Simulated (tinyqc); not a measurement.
Plane-wave Kohn-Sham cycle with exchange-only LDA in a layered model solid, step by step. One step of it, computed by the program tinyqc.

Problem. Iteration 2: potential. V_H(G) = 4 pi rho(G)/G^2 for G != 0 (uniform background); v_x = -(3 rho/pi)^(1/3); V = V_ext + V_H + v_x; Fourier components f(G_m) = (1/N) sum_j f(x_j) exp(-i G_m x_j).

A solid whose potential varies along x alone (atomic units):
```
parameter                      value
period a                   10.600000
cross-section of the cell   9.000000
electrons per cell                 4
grid points                       16
plane waves -n..n, n               3
k points                           3
V1 in V1 cos(2 pi x/a)     -0.600000
```

density after iteration 1 (e/bohr^3): 0.08107121  0.08919658  0.09130590  0.06623321  0.03232958  0.01131211  0.00331371  0.00097298  0.00046020  0.00097298  0.00331371  0.01131211  0.03232958  0.06623321  0.09130590  0.08919658

Give: Potentials on the grid; V(G_m), m = 0, 1, 2, ....

Solution.

Potentials on the grid (hartree):
```
x       V_ext     V_H     v_x       V
0.000  -0.600   1.820  -0.426   0.793
0.662  -0.554   1.707  -0.440   0.713
1.325  -0.424   1.337  -0.443   0.469
1.988  -0.230   0.708  -0.398   0.080
2.650       0  -0.051  -0.314  -0.364
3.312   0.230  -0.763  -0.221  -0.755
3.975   0.424  -1.313  -0.147  -1.036
4.638   0.554  -1.652  -0.098  -1.195
5.300   0.600  -1.766  -0.076  -1.242
5.963   0.554  -1.652  -0.098  -1.195
6.625   0.424  -1.313  -0.147  -1.036
7.287   0.230  -0.763  -0.221  -0.755
7.950       0  -0.051  -0.314  -0.364
8.613  -0.230   0.708  -0.398   0.080
9.275  -0.424   1.337  -0.443   0.469
9.938  -0.554   1.707  -0.440   0.713
```

V(G_m), m = 0, 1, 2, ... (hartree): -0.289  0.521  0.034  -0.011  -0.003  -0.001  0.001
